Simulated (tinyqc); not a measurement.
Charge pumping in an n-channel transistor: two steps of the calculation.

The gate is pulsed from accumulation to inversion and back. Energies E are counted from the intrinsic level; Dit(E) = D0 [1 + b (2 E/Eg)^2]. During each edge the traps near the bands emit their carriers, and those between Eh and Ee recombine once a cycle.

Values chosen for this exercise; band and dielectric values close to those of silicon: temperature T = 300 K; band gap Eg = 1.14 eV; conduction-band density of states at 300 K Nc = 2.81e19 cm^-3; valence-band density of states at 300 K Nv = 2.66e19 cm^-3; gate area A = 0.13 um^2; trap density at midgap D0 = 1.2e11 cm^-2 eV^-1; rise of the trap density towards the band edges b = 0; cross-section for electrons sn = 1.4e-15 cm^2; cross-section for holes sp = 2.4e-16 cm^2; thermal velocity at 300 K, one nominal value for electrons and holes vth = 1.7e7 cm/s; Vth - Vfb dV = 1.03 V; pulse height Va = 2.7 V; frequency f = 25000 Hz; rise time tr = 440 ns; fall time tf = 2000 ns.

Constants: q = 1.602176634e-19 C, kB = 1.380649e-23 J/K, Vt = kB T/q. Results are converted to the units shown.

Question 1. Emission levels. ni = sqrt(Nc Nv) exp(-Eg/(2 Vt)), Eg in volts; emission times te = (dV/Va) tf and th = (dV/Va) tr; Ee = -Vt ln(vth sn ni te), Eh = +Vt ln(vth sp ni th).

Give: ni; te; th; Ee; Eh.

Answer 1.

ni = 7.2647e9 cm^-3
te = 762.96 ns
th = 167.85 ns
Ee = 0.23094 eV
Eh = -0.31568 eV

The window covers 47.9 % of the gap.

Question 2. Pumped charge and current. Nit = integral of Dit from Eh to Ee = D0 [Ee - Eh + 4 b (Ee^3 - Eh^3)/(3 Eg^2)], Qcp = q A Nit, Icp = f Qcp.

Ee = 0.23094494 eV
Eh = -0.31568046 eV

Give: Nit; mean Dit; traps pumped a cycle; Icp.

Answer 2.

Nit = 6.5595e10 cm^-2
mean Dit = 1.2000e11 cm^-2 eV^-1
traps pumped a cycle = 85.274
Icp = 0.34156 pA

Range of the model: The Fermi levels of inversion and accumulation are taken to lie beyond Ee and Eh, the flat tops to fill all traps, and no geometric current is added.

Computed by the program tinyqc: `OMP_NUM_THREADS=1 python tinyqc.py 2030111 2030112 out.jsonl`, one thread of a shared Intel Xeon 2.30GHz, about 0.01 s for the whole run.
